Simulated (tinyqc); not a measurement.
Gain against electron density: polytypes and stacking faults of a tetrahedral semiconductor in an axial Ising model with couplings up to third neighbours. Computed by tinyqc, a small Python program. Command: `OMP_NUM_THREADS=1 python tinyqc.py 3001777 3001778 out.jsonl polytype walk`. One thread of a shared host (Intel(R) Xeon(R) Processor @ 2.30GHz), about 0.01 s of CPU time with the checks.

Each double layer has s = +1 or -1 for the sense of its stacking step; E per pair of atoms = E0 - sum_n J_n <s_i s_(i+n)>, n = 1, 2, 3. Hexagonality h = (1 - <s_i s_(i+1)>)/2.

Inputs (values chosen for the exercise, of the order of those of SiC for J, a, G and the gaps):
```
quantity                                    value      unit
J1                                            2.2  meV/pair
J2                                          -3.75  meV/pair
J3                                          -0.27  meV/pair
basal lattice constant a                     3.08  angstrom
binding energy of the fault level E_b        0.25        eV
in-plane mass m                              0.28        m0
effective density of states N_c at 300 K  1.7e+19    1/cm^3
temperature T                                 350         K
```

Host polytype: 4H.

Constants: 1 eV/angstrom^2 = 16.02176634 J/m^2; m_0 = 9.1093837015e-31 kg; hbar = 1.054571817e-34 J s; k_B = 1.380649e-23 J/K; k_B = 8.617333262e-05 eV/K.

Method. Faults in 4H: the sequences single Shockley (31) (+++-), double Shockley (62) (++++++--), Frank-type (32) (+++--) are put between perfect repeats; k_n = (layers x C_n of the host) - sum_i s_i s_(i+n). gamma = sum k_n J_n/A, A = (sqrt 3/2) a^2; 1 meV/angstrom^2 = 16.02177 mJ/m^2. The fault binds electrons in a two-dimensional band E_b below the conduction edge, g2 = m m0/(pi hbar^2) for one valley. With the Fermi level held by the bulk, eta = ln[n/N_c(T)], N_c(T) = N_c (T/300)^1.5, the grand potential falls by g2 (k_B T)^2 F1(x), x = eta + E_b/(k_B T), F1(x) = integral from 0 to infinity of ln(1 + exp(x - t)) dt; sheet density g2 k_B T ln(1 + e^x). Band bending by the trapped charge is left out, so the gain is an upper bound.

fault coefficients k_n:
```
                      J1  J2  J3
single Shockley (31)   0  -4   0
double Shockley (62)  -4  -8   0
Frank-type (32)       -1  -2   3
```

energy of the glide fault, single Shockley (31) = 29.2529 mJ/m^2

At T:
```
n (1/cm^3)        x  sheet density (1/cm^2)  gain (mJ/m^2)  gain/gamma  gain/gamma at T + 200 K
1.00e+14    -3.9858              6.4933e+10     3.1522e-03  1.0776e-04               6.6606e-06
1.00e+15    -1.6833              6.0110e+11     3.0307e-02  1.0360e-03               6.6537e-05
1.00e+16     0.6193              3.7042e+12     2.3140e-01  7.9105e-03               6.5858e-04
1.00e+17     2.9219              1.0493e+13     9.9906e-01  3.4152e-02               6.0171e-03
1.00e+18     5.2245              1.8450e+13     2.6060e+00  8.9086e-02               3.7611e-02
5.00e+18     6.8339              2.4112e+13     4.2609e+00  1.4566e-01               9.4078e-02
2.00e+19     8.2202              2.9000e+13     6.0399e+00  2.0647e-01               1.7104e-01
```

What does the comparison show, and why?

For x well below 0 the gain is k_B T times the sheet density and linear in n; for x well above 0 the well fills and the gain grows only about as x^2. It stays below the fault energy in all rows; 200 K more changes it by a factor 0.083 at 1e16.
